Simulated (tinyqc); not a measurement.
Mobility and threshold from two currents.

Inverse problem. In the linear region I = mu Cox (W/L) [(Vgs - VT) Vds - m Vds^2/2], Cox = eps0 eox/tox. Find mu and VT.

Values chosen for this exercise:
```
symbol,value,unit,meaning
eox,24.1,,relative permittivity of the gate insulator
tox,25,nm,insulator thickness
W,2,um,gate width
L,2,um,gate length
```

Constants: eps0 = 8.8541878128e-14 F/cm where lengths are in cm. Results are converted to the units shown.

I at Vgs = 1.14 and 1.64 V, Vds = 0.05 V (uA): 10.756022  25.052879
m = 1.0193198

Solution. The slope dI/dVgs is mu Cox (W/L) Vds; the line meets zero current at VT + m Vds/2.

mu = 670 cm^2/(V s)
VT = 0.738 V

Program tinyqc, `OMP_NUM_THREADS=1 python tinyqc.py 2360027 2360028 out.jsonl`; Intel Xeon 2.30GHz, shared host, one thread, about 0.05 s.
